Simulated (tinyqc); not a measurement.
# Trap density from the capacitance step

Question. A junction with shallow donors Nd and a deep trap has C_HF = eps0 eps_r/W and C_LF = eps0 eps_r (Nd + Nt)/(Nd W + Nt xt), xt = W - lam. Find W, xt and Nt.

Values chosen for this exercise:
- eps_r = 11.7 (relative permittivity)
- Nd = 1.8e15 cm^-3 (shallow donor density)

Constants: eps0 = 8.8541878128e-14 F/cm where lengths are in cm. Results are converted to the units shown.

C_HF = 12.058373 nF/cm^2
C_LF = 12.224455 nF/cm^2
lam = 264.79545 nm

Answer. C_HF gives W. With y = C_LF/C_HF, Nt/Nd = (y - 1)/(1 - y xt/W).

W = 859.1 nm
xt = 594.3 nm
Nt = 8.300e13 cm^-3

Numbers from tinyqc (`OMP_NUM_THREADS=1 python tinyqc.py 2050044 2050045 out.jsonl`; about 0.01 s on one thread of a shared Intel Xeon 2.30GHz).
